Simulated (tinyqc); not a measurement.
Shallow acceptor in the spherical model (Baldereschi-Lipari), strong spin-orbit limit: one step, computed by the program tinyqc. Command: `OMP_NUM_THREADS=1 python tinyqc.py 3028430 3028431 out.jsonl acceptor walk`. One thread of a shared host (Intel(R) Xeon(R) Processor @ 2.30GHz), about 0.01 s of CPU time with the checks.

The 1S(3/2) state has an s envelope f(r) and a d envelope g(r). In effective units they obey -(f'' + 2f'/r + 2f/r) + mu (g'' + 5g'/r + 3g/r^2) = E f and -(g'' + 2g'/r - 6g/r^2 + 2g/r) + mu (f'' - f'/r) = E g. The cubic term, the split-off band and the central cell are left out.

Problem. Effective units and couplings. Ry* = Ry/(gamma_1 eps^2), a* = a_0 eps gamma_1, mu = (6 gamma_3 + 4 gamma_2)/(5 gamma_1), delta = (gamma_3 - gamma_2)/gamma_1; spherical masses 1/(gamma_1 (1 - mu)) (heavy) and 1/(gamma_1 (1 + mu)) (light).

Inputs (values chosen for the exercise, modelled on silicon):
```
quantity                 value  unit
Luttinger gamma_1         4.24     -
Luttinger gamma_2        0.342     -
Luttinger gamma_3         1.45     -
dielectric constant eps     12     -
```

Constants: Ry = 13.605693123 eV; a_0 = 0.529177210903 angstrom.

Give: Ry*; a*; mu; delta; heavy-hole mass; light-hole mass.

Solution.

Ry* = 22.28 meV

a* = 26.92 angstrom

mu = 0.4749

delta = 0.2613

heavy-hole mass = 0.4492 m_0

light-hole mass = 0.1599 m_0

Caution: gamma_3 and gamma_2 differ by more than 0.17 gamma_1: band warping, left out here, adds several per cent to the binding.
